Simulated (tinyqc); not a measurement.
Inside a calculation: sp3s* tight binding. Values are carried at full precision from step to step, so a last printed digit may differ when a step is redone from the rounded ones.

sp3s* tight binding, nearest neighbours only: anion (a) at 0, cation (c) at a/4 (1,1,1), orbitals s, px, py, pz, s* on each; k in units of 2 pi/a. With phases e_j = exp(i (pi/2) k.n_j) for n = (1,1,1), (1,-1,-1), (-1,1,-1), (-1,-1,1): g0 = (e1+e2+e3+e4)/4, g1 = (e1+e2-e3-e4)/4, g2 = (e1-e2+e3-e4)/4, g3 = (e1-e2-e3+e4)/4. The diagonal holds the levels Esa, Epa, Exa (s*) and Esc, Epc, Exc. Anion-cation block: <sa|sc> = Vss g0; <sa|xc> = Vsapc g1; <xa|sc> = -Vscpa g1; <xa|xc> = Vxx g0; <xa|yc> = <ya|xc> = Vxy g3, <xa|zc> = <za|xc> = Vxy g2, <ya|zc> = <za|yc> = Vxy g1; <s*a|xc> = Vxapc g1; <xa|s*c> = -Vpaxc g1; y and z take g2 and g3 in place of g1; s-s* and s*-s* vanish.

Constants: hbar^2/2m0 = 3.80998211 eV angstrom^2.

Values chosen for the exercise (near a published set for InP, fitted to gaps, whose masses and valley positions are rough; shifted at random, so the results belong to these values and not to a real crystal): k = (0.39, 0, 0) 2 pi/a (wave vector); Esa = -8.487 eV (s level of the anion); Epa = 0.869 eV (p level of the anion); Esc = -1.473 eV (s level of the cation); Epc = 4.033 eV (p level of the cation); Exa = 8.205 eV (s* level of the anion); Exc = 7.035 eV (s* level of the cation); Vss = -5.38 eV (s-s); Vxx = 1.88 eV (px-px); Vxy = 4.222 eV (px-py); Vsapc = 2.231 eV (s anion, p cation); Vscpa = 5.596 eV (s cation, p anion); Vxapc = 3.48 eV (s* anion, p cation); Vpaxc = 4.451 eV (p anion, s* cation); a = 5.866 angstrom (lattice constant).

## Phase sums

Form g0 to g3 at this k.

g0, g1, g2, g3: 0.81815  0.57501i  0.00000  0.00000

## The Hamiltonian without spin-orbit coupling

Fill in the 10 x 10 matrix.

H(k) (eV), lower triangle (Hermitian):
```
           sa       xa        ya        za       s*a       sc      xc      yc      zc     s*c
sa    -8.4870
xa          0   0.8690
ya          0        0    0.8690
za          0        0         0    0.8690
s*a         0        0         0         0    8.2050
sc    -4.4016  3.2177i         0         0         0  -1.4730
xc   -1.2828i   1.5381         0         0  -2.0010i        0  4.0330
yc          0        0    1.5381  -2.4277i         0        0       0  4.0330
zc          0        0  -2.4277i    1.5381         0        0       0       0  4.0330
s*c         0  2.5593i         0         0         0        0       0       0       0  7.0350
```

## Levels at this k

Diagonalise H, which belongs to k = (0.39, 0, 0) (2 pi/a). Four bands are filled (two electrons each); give the make-up of band 5, the lowest empty one.

levels (eV): -10.8523  -2.7662  -0.8296  -0.8296  2.7020  3.8668  5.7316  5.7316  8.1276  9.1042

weights of band 5: s 0.530, p 0.380, s* 0.090

weight of band 5 on atom a = 0.307

The vertical gap at this k is 3.5315 eV; band 5 is mostly s-like.

## Levels at Gamma

At k = 0 only g0 = 1 is left and H falls into 2 x 2 blocks [[E_a, V], [V, E_c]] with roots (E_a + E_c)/2 -/+ sqrt(((E_a - E_c)/2)^2 + V^2); the s* levels stay uncoupled. The direct gap runs from the highest lower root of the p blocks to the lowest upper root.

Blocks at Gamma (eV):
```
block            E_a      E_c        V  lower root  upper root
s (Gamma1)   -8.4870  -1.4730  -5.3800    -11.4021      1.4421
p (Gamma15)   0.8690   4.0330   1.8800     -0.0061      4.9081
```

direct gap at Gamma = 1.4482 eV

The lowest empty level at Gamma is s-like.

## Bands near the gap

Diagonalise at L = (1/2,1/2,1/2), X = (1,0,0), W = (1,1/2,0), K = (3/4,3/4,0) and at the fractions named between them; energies from the top of the valence band at Gamma; 4 bands are filled.

Levels (eV):
```
k        level 2  level 3  level 4  level 5  level 6
L         -5.775   -0.980   -0.980    1.900    4.206
L-G 0.5   -3.442   -0.530   -0.530    2.243    4.479
G          0.000    0.000    0.000    1.448    4.914
G-X 0.2   -1.121   -0.264   -0.264    2.154    4.539
G-X 0.4   -2.847   -0.856   -0.856    2.724    3.838
G-X 0.6   -4.528   -1.466   -1.466    2.785    3.276
G-X 0.7   -5.283   -1.712   -1.712    2.670    3.132
G-X 0.8   -5.941   -1.898   -1.898    2.536    3.053
G-X 0.9   -6.436   -2.013   -2.013    2.442    3.010
X         -6.634   -2.052   -2.052    2.409    2.995
W         -6.634   -2.052   -2.052    2.409    2.995
K         -6.516   -2.219   -1.732    2.352    3.110
K-G 0.5   -4.098   -1.346   -0.589    2.465    3.979
```

On these points the lowest empty level is lowest at G, 1.448 eV above the top.

## Valleys and masses

The lowest conduction level at Gamma, at its minimum on (x,0,0) for x from 0.5 to 1, and at the point L (L, and X where the search ends there, need not be minima in this model; a zero or negative inverse mass shows it). Inverse masses m0/m = (E(+h) + E(-h) - 2 E)/(2 c q^2) with c = hbar^2/2m0, q = h 2 pi/a, h = 0.002; longitudinal along the valley axis ([100] at Gamma and Delta, [111] at L), transverse along [010] or [1-10]. A dash: the next level lies within 0.15 eV, so a single mass has no use there.

Valleys:
```
valley  x (2 pi/a)  E - Ev (eV)  m0/m_l  m0/m_t
Gamma       0.0000       1.4482    7.92    7.92
Delta       1.0000       2.4089    0.77    0.00
L           0.5000       1.8999    0.65    1.43
```

Of these three the lowest is Gamma, which makes the gap direct, 1.4482 eV. At Delta m0/m_t is 0.00. This nearest-neighbour model is fitted to gaps: it places the Delta minimum and the masses at Delta and L only roughly (transverse masses can be several times too heavy), and since its bands are flat from X to W the transverse mass grows too heavy towards X; d orbitals or second neighbours cure this.

## Checks

- Direct gap at Gamma from the blocks against the full matrix: both 1.44816.

tinyqc: `OMP_NUM_THREADS=1 python tinyqc.py 1481658 1481659 out.jsonl`; about 0.2 s, one thread, shared Intel(R) Xeon(R) Processor @ 2.30GHz.
